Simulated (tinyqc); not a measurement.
What a faster ramp buys: rapid thermal processing of a wafer: radiative balance, ramp and cooling, pattern effects, pyrometer error and spike budget. Computed by tinyqc, a small Python program. Command: `OMP_NUM_THREADS=1 python tinyqc.py 3112659 3112660 out.jsonl rtp walk`. One thread of a shared host (Intel(R) Xeon(R) Processor @ 2.30GHz), about 0.04 s of CPU time with the checks.

The wafer is opaque and uniform through its thickness unless said otherwise; temperatures in formulas are in kelvin (C + 273.15). sigma = 5.670374419e-12 W/(cm^2 K^4).

Inputs (values chosen for the exercise, modelled on a hot silicon wafer):
```
quantity                                              value         unit
wafer thickness d                                       525   micrometre
heat capacity per volume C                             2.18   J/(cm^3 K)
thermal conductivity k                                 0.28     W/(cm K)
emissivity eps of each face                            0.58            -
reflectivity of the chamber walls r                    0.64            -
gas heat-transfer coefficient h, both faces together    2.4  mW/(cm^2 K)
wall temperature T_w                                    350            K
process temperature                                     862            C
starting temperature                                    450            C
ramp rate                                                39          K/s
activation energy of the process E_a                    2.7           eV
```

Constants: k_B = 8.617333262e-05 eV/K.

Method:
- Effective emissivity between parallel grey plates: eps_eff = 1/(1/eps + 1/(1 - r) - 1). Loss per area q(T) = 2 eps_eff sigma (T^4 - T_w^4) + h (T - T_w).
- Absorbed power during a ramp = q(T) + C d x ramp rate; thermal time constant tau = C d/(dq/dT), dq/dT = 8 eps_eff sigma T^3 + h; natural cooling rate q/(C d); front-to-back difference under one-sided heating at the end of the ramp = (absorbed power) d/(2 k).
- Cooling with the lamps off: C d dT/dt = -q(T), integrated adaptively (relative tolerance 1e-10).
- Spike anneal: linear ramp to the peak, then lamps off. Equivalent time at the peak = int exp(-(E_a/k_B)(1/T - 1/T_peak)) dt; estimate (k_B T^2/E_a)(1/ramp rate + 1/cooling rate). The ramp part uses 4000 trapezoid steps, the cooling part 4000 steps over 4 tau.

time constant tau = 5.36124 s

holding power q = 7.21287 W/cm^2

natural cooling rate = 63.0221 K/s

Against the ramp rate:
```
ramp (K/s)  ramp part (s)  cooling part (s)  total (s)  power at the peak (W/cm^2)
10                 3.8430           0.68423     4.5272                        8.36
25                 1.5372           0.68423     2.2214                       10.07
50                 0.7686           0.68423     1.4528                       12.94
100                0.3843           0.68423     1.0685                       18.66
250                0.1537           0.68423     0.8379                       35.83
500                0.0769           0.68423     0.7611                       64.44
1000               0.0384           0.68423     0.7227                      121.66
```

What does the comparison show, and why?

From 10 to 100 K/s the total falls by a factor 4.2, from 100 to 1000 K/s by 1.48: the cooling part, 0.684 s, is a floor, and the natural cooling rate here is 63.0 K/s.

Extremes, crossings and ranges named in words are read from the listed rows.
